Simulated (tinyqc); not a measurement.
Potential-pH (Pourbaix) lines of a metal, its cation, its oxide and an oxyanion, with a complexing ligand: one step, computed by the program tinyqc. Command: `OMP_NUM_THREADS=1 python tinyqc.py 3010836 3010837 out.jsonl pourb walk`. One thread of a shared host (Intel(R) Xeon(R) Processor @ 2.30GHz), about 0.02 s of CPU time with the checks.

Potentials are against the standard hydrogen electrode; solids and water have unit activity; dG_f of M, H+ and the electron is zero; F = e N_A and s = R T ln(10)/F. The cation carries z = 2.

Problem. The stable species at (pH, E). M2+ + 2e = M; MO + 2H+ + 2e = M + H2O; MO2(2-) + 4H+ + 2e = M + 2H2O. For each, E0 = -dG/(z F), and E = E0 + (s/z) log10 a - (s n_H/z) pH, with no activity term for the oxide. The metal is stable below the lowest of the three lines; above it, the species of the lowest line is stable. Water lines at 1 bar: hydrogen E = -s pH, oxygen E = -dG_f(water)/(2F) - s pH.

Inputs (values chosen for the exercise, modelled on nickel):

| quantity | value | unit |
|---|---|---|
| dG_f of water | -237.14 | kJ/mol |
| temperature T | 298.15 | K |
| log10 of the dissolved activity a | -6 | - |
| pH | 7.5 | - |
| potential E | 0.81 | V |

Species: M, M2+, MO, MO2(2-).

E0 (V): cation -0.231797, oxide 0.134062, oxyanion 1.005904

s = 0.05915935 V

Constants: e = 1.602176634e-19 C; N_A = 6.02214076e+23 1/mol.

Give: lines at this pH; upper limit of immunity; hydrogen line; oxygen line; E above the limit of immunity.

Solution.

lines at this pH (V): cation -0.4093, oxide -0.3096, oxyanion -0.0590

upper limit of immunity = -0.4093 V

hydrogen line = -0.4437 V

oxygen line = 0.7852 V

E above the limit of immunity = 1.219 V

Stable here: the cation (corrosion). The point lies outside the stability range of water. Immunity reaches above the hydrogen line, so without the ligand only oxygen or another oxidant can attack. Caution: other oxidation states, hydroxides and hydrides are left out, and the lines say nothing of rates.
